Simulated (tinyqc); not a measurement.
Resistance of a tapered via with liner, size effect and interface: two steps of the calculation.

A round via whose diameter grows from db at the bottom as D(z) = db + 2 z/tan(ang). The fill, of diameter D - 2 tl, starts above the bottom liner (thickness fb tl) and has rho = rho0 (1 + ks lam/(D - 2 tl)); the sidewall liner conducts in parallel with it. The bottom liner and the interface are crossed over the full area pi db^2/4. Spreading in the lines above and below is left out.

Inputs (values chosen for the exercise); fill metal close to copper: diameter at the bottom db = 8.6 nm; height hv = 16 nm; sidewall angle ang = 89 degrees; bulk resistivity of the fill rho0 = 1.7 uohm cm; mean free path of the fill lam = 39.5 nm; size-effect factor ks = 1.1; liner on the sidewall tl = 1.7 nm; liner at the bottom over that on the sidewall fb = 0.7; resistivity of the liner rl = 510 uohm cm; interface resistivity at the bottom ri = 3.2e-12 ohm cm^2; ballistic conductance per area, about 3/(4 rho0 lam) Sb = 1.1e15 S/m^2.

Task 1. Slices of the via. Slices between z0 = fb tl and hv, evaluated at their midpoints: conductance per length pi/4 [(D - 2 tl)^2/rho + (D^2 - (D - 2 tl)^2)/rl], slice resistance = slice height over that. 8 slices.

Give: z; D; rho; slice resistance.

Result 1.

| slice | z (nm) | D (nm) | rho (uohm cm) | slice resistance (ohm) |
|---|---|---|---|---|
| 0 | 2.116 | 8.674 | 15.71 | 12.65 |
| 1 | 3.967 | 8.738 | 15.54 | 12.22 |
| 2 | 5.818 | 8.803 | 15.37 | 11.82 |
| 3 | 7.669 | 8.868 | 15.21 | 11.44 |
| 4 | 9.521 | 8.932 | 15.05 | 11.07 |
| 5 | 11.37 | 8.997 | 14.90 | 10.71 |
| 6 | 13.22 | 9.062 | 14.75 | 10.38 |
| 7 | 15.07 | 9.126 | 14.60 | 10.05 |

Task 2. Total resistance. R_fill = sum of the slices; R_bottom = rl fb tl/(pi db^2/4); R_interface = ri/(pi db^2/4); ballistic (Sharvin) limit 1/(Sb pi (db - 2 tl)^2/4); ideal cylinder rho0 hv/(pi db^2/4).

| slice | slice resistance (ohm) |
|---|---|
| 0 | 12.646076 |
| 1 | 12.224152 |
| 2 | 11.820914 |
| 3 | 11.435342 |
| 4 | 11.066483 |
| 5 | 10.713446 |
| 6 | 10.375393 |
| 7 | 10.051541 |

Wanted: parts; R; shares; ballistic limit; ideal cylinder.

Result 2.

parts (ohm): fill 90.333, bottom liner 104.48, interface 5.5089
R = 200.32 ohm
shares (%): fill 45.094, bottom liner 52.156, interface 2.750
ballistic limit = 42.807 ohm
ideal cylinder = 4.6825 ohm

The bottom liner is the largest part, and R is 42.8 times the ideal cylinder. With 2000 slices R = 200.33 ohm.

tinyqc, about 0.01 s, one thread, Intel Xeon 2.30GHz (shared host): `OMP_NUM_THREADS=1 python tinyqc.py 2750151 2750152 out.jsonl`
